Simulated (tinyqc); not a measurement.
From results back to parameters: ellipsoidal valleys in the axes of a wafer and a channel.

Problem. A valley whose axis makes az^2 = 0.222222 with the surface normal has 1/mz = az^2/ml + (1 - az^2)/mt and mz md^2 = ml mt^2. Its confinement and density-of-states masses are given, and ml > mt.

mz, md (m0): 0.0941071  0.3343368

Find: ml mt^2; mt; ml.

Solution. Put ml = (mz md^2)/mt^2 into the first relation and solve for mt below (mz md^2)^(1/3), the value at which ml = mt; a scan of that range finds one root.

ml mt^2 = 0.010519
mt = 0.074 m0
ml = 1.921 m0

(tinyqc, `OMP_NUM_THREADS=1 python tinyqc.py 1880487 1880488 out.jsonl`, Intel(R) Xeon(R) Processor @ 2.30GHz, 1 thread, shared host, about 0.01 s.)
